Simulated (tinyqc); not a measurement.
Ion implantation: universal nuclear stopping, Lindhard-Scharff electronic stopping and a Gaussian range profile: one step, computed by the program tinyqc. Command: `OMP_NUM_THREADS=1 python tinyqc.py 3013856 3013857 out.jsonl implant walk`. One thread of a shared host (Intel(R) Xeon(R) Processor @ 2.30GHz), about 0.05 s of CPU time with the checks.

An ion slows by elastic collisions with screened nuclei and by friction with electrons; channelling is ignored and the target is uniform.

Task: Stopping at the entry energy. Reduced energy eps = 32.53 M2 E/(Z1 Z2 (M1 + M2)(Z1^0.23 + Z2^0.23)), E in keV; s_n = ln(1 + 1.1383 eps)/(2 (eps + 0.01321 eps^0.21226 + 0.19593 eps^0.5)) for eps up to 30 and ln(eps)/(2 eps) above; S_n = 8.462 Z1 Z2 M1 s_n/((M1 + M2)(Z1^0.23 + Z2^0.23)) in 1e-15 eV cm^2. S_e = k 3.83 Z1^(7/6) Z2/(Z1^(2/3) + Z2^(2/3))^(3/2) sqrt(E/M1) in 1e-15 eV cm^2, E in keV. dE/dx = N (S_n + S_e); 1e-15 eV cm^2 = 0.1 eV nm^2.

Inputs (values chosen for the exercise, modelled on fluorine ions in germanium): ion atomic number Z1 = 9; ion mass M1 = 19 u; target atomic number Z2 = 32; target mass M2 = 72.63 u; target density N = 44.2 1/nm^3; ion energy E = 3.8 keV; scale factor of electronic stopping k = 1.5.

Give: reduced energy eps; s_n; S_n; S_e; energy loss dE/dx.

Result:

reduced energy eps = 0.08776

s_n = 0.3098

S_n = 40.38 x 1e-15 eV cm^2

S_e = 19.52 x 1e-15 eV cm^2

energy loss dE/dx = 264.7 eV/nm

Nuclear stopping carries 67 % of the loss at entry.
